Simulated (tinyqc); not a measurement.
Type-II superlattice in the two-band Kane model: one step. Wave numbers and masses at one energy.

Motion along the axis, period d = a + b, c = hbar^2/2m0. Conduction and light-hole bands couple: (E - Ec)(E - Ev) = Ep c k^2 in each layer, with mass m(E) = (E - Ev)/Ep, which may be negative. The conduction envelope psi and psi'/m(E) are continuous; a layer carries them by [[cos kt, (m/k) sin kt], [-(k/m) sin kt, cos kt]] (cosh and sinh for k^2 < 0), and cos(q d) = tr(M_B M_A)/2. C1 is the first miniband above EvB, with its bottom at tr/2 = +1 and its top at -1; the gap is the bottom of C1 less the top heavy-hole level HH1.

Constants: hbar^2/2m0 = 3.80998211 eV angstrom^2.

Parameters, chosen for this exercise (near those of an InAs/GaSb superlattice; the results hold for these values, not for the real material):

| symbol | value | unit | meaning |
|---|---|---|---|
| a | 37 | angstrom | layer A |
| b | 25 | angstrom | layer B |
| EcA | 0 | eV | conduction edge of A |
| EvA | -0.414 | eV | valence edge of A |
| EcB | 0.935 | eV | conduction edge of B |
| EvB | 0.112 | eV | valence edge of B |
| EpA | 14.1 | eV | coupling energy in A |
| EpB | 17.8 | eV | coupling energy in B |
| E | 0.37 | eV | trial energy |

Problem. Give k^2 and m(E) in both layers.

Give: Layers.

Solution.

Layers:

| layer | k^2 (1/angstrom^2) | m(E) (m0) |
|---|---|---|
| A | 0.0053998 | 0.05560 |
| B | -0.0021494 | 0.01449 |

In B the decay constant is 0.0464 1/angstrom; across the gap of B it peaks at mid-gap, at 0.0500, and vanishes at both edges.

Program tinyqc; command `OMP_NUM_THREADS=1 python tinyqc.py 1251210 1251211 out.jsonl`; about 0.02 s on one thread of a shared Intel(R) Xeon(R) Processor @ 2.30GHz.
